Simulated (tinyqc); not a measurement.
# Floating body of a partially depleted SOI transistor: body voltage and kink: transfer curve and swing

Source at 0 V. Channel current Ic = 2 nf K Vt^2 [F(0) - F(Vd)](1 + la Vd), F(V) = ln^2(1 + exp((Vg - VT - nf V)/(2 nf Vt))), VT = VT0 - gb Vb. Saturation voltage Vs = 2 Vt sqrt(F(0)) + 3 Vt, excess Ve = (Vd - Vs + sqrt((Vd - Vs)^2 + 0.0004 V^2))/2, multiplication M1 = Ai Ve exp(-Bl/Ve). Each junction passes D(v) = J1 (exp(v/Vt) - 1) + J2 (exp(v/(2 Vt)) - 1). Bipolar current Ib = bb J1 (exp(Vb/Vt) - 1). The body settles where M1 (Ic + Ib) = D(Vb) + D(Vb - Vd) + Vb/Rb; drain current Id = (1 + M1)(Ic + Ib) - D(Vb - Vd).

Rows with more than one solution for Vb (latch) are left out; dId/dVd by a forward difference over 1e-4 V, swing = 1e-4 V over the change of log10 Id; M1 under 1e-12 is printed as 0.

Values chosen for this exercise; values of the order met in partially depleted silicon-on-insulator transistors: temperature T = 358 K; threshold at zero body voltage VT0 = 0.51 V; fall of the threshold per volt of body voltage gb = 0.24; slope factor nf = 1.38; gain factor per width K = 250 uA/(V^2 um); channel-length modulation factor la = 0.09 1/V; impact-ionisation prefactor Ai = 1.72 1/V; impact-ionisation voltage Bl = 5.6 V; diffusion saturation current of each junction J1 = 2.7e-11 uA/um; recombination saturation current of each junction J2 = 4.5e-7 uA/um; gain of the lateral bipolar transistor on the diffusion current bb = 1; resistance of a weak body tie to the source (1e9 stands for no tie, and the term is then dropped) Rb = 1e9 kohm um; drain voltage Vd = 1.5 V.

Constants: q = 1.602176634e-19 C, kB = 1.380649e-23 J/K, Vt = kB T/q. Results are converted to the units shown.

Transfer curve and swing:

| Vg (V) | Vb (V) | M1 | Id, floating (uA/um) | Id, grounded (uA/um) | ratio | swing, floating (mV/decade) | swing, grounded (mV/decade) |
|---|---|---|---|---|---|---|---|
| 0.06 | 0.1045 | 0.04523 | 3.626e-5 | 2.035e-5 | 1.782 | 77.77 | 100.5 |
| 0.16 | 0.2816 | 0.04495 | 9.891e-4 | 2.065e-4 | 4.789 | 66.73 | 99.05 |
| 0.26 | 0.4740 | 0.04350 | 0.02643 | 0.002083 | 12.69 | 77.05 | 100.6 |
| 0.36 | 0.5922 | 0.03918 | 0.3313 | 0.01955 | 16.95 | 111.4 | 106.1 |
| 0.46 | 0.6497 | 0.03201 | 1.764 | 0.1516 | 11.63 | 173.9 | 121.5 |
| 0.56 | 0.6783 | 0.02420 | 5.171 | 0.8179 | 6.323 | 264.7 | 157.7 |
| 0.66 | 0.6922 | 0.01738 | 10.74 | 2.827 | 3.799 | 373.7 | 222.1 |
| 0.76 | 0.6978 | 0.01194 | 18.37 | 6.798 | 2.702 | 490.9 | 311.3 |
| 0.86 | 0.6979 | 0.007828 | 27.95 | 12.89 | 2.168 | 611.0 | 415.3 |

What does the table show?

Vb rises from 0.105 to 0.698 V. The smallest swing among the rows is 66.7 mV a decade with a floating body (at Vg = 0.16 V) and 99.1 with a grounded one; Vt ln 10 = 71.0. The floating swing is smaller by more than 3 % for Vg = 0.06, 0.16, 0.26 V, where the rising Vb lowers the threshold as Vg rises. In the first row the floating body raises the current by a factor of 1.78.

Range of the model: The multiplication law is an empirical form chosen for the exercise; self-heating and capacitive coupling to the body are left out, and the linear laws are rough once Vb passes about 0.7 V or M1 about 0.1.

Numbers from tinyqc (`OMP_NUM_THREADS=1 python tinyqc.py 2182241 2182242 out.jsonl`; about 0.2 s on one thread of a shared Intel Xeon 2.30GHz).
